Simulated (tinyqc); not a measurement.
The integration grid: Kohn-Sham SCAN on finer and finer grids in the sto-3g basis, for H3+, spin multiplicity 1. Computed by the program tinyqc with PySCF. Command: `OMP_NUM_THREADS=1 python tinyqc.py 115364 115365 out.jsonl`; one thread of a shared host (Intel(R) Xeon(R) Processor @ 2.60GHz), about 4 s.

Geometry (angstrom):
```
atom,x,y,z
H,0.0000,0.0000,0.0000
H,0.0000,0.0000,1.0890
H,0.0000,0.9430,0.5450
```

Self-consistent on each grid; the net force on the molecule should vanish.

Kohn-Sham energy on Becke grids (radial x angular points per atom):
```
grid,points,residual of the electron count,E (hartree),E - finest (mhartree),largest net force without grid terms (hartree/bohr)
10 x 14,414,-6.51e-03,-1.284591,-0.683660,2.05e-03
15 x 26,1160,-8.11e-04,-1.284722,-0.814438,2.47e-03
20 x 50,2988,-4.12e-04,-1.283707,0.200142,4.41e-05
30 x 86,7720,-6.39e-05,-1.283895,0.013096,4.45e-05
50 x 194,29068,1.78e-06,-1.283909,-0.001080,4.71e-07
75 x 302,67858,8.99e-08,-1.283908,-0.000031,2.24e-08
120 x 590,212116,1.41e-10,-1.283908,0.000000,1.89e-10
```

The energy is within 0.1 mhartree of the finest grid first at 30 x 86. The error has both signs, since quadrature is not variational. The electron count and the net force are cheap signs of a poor grid.
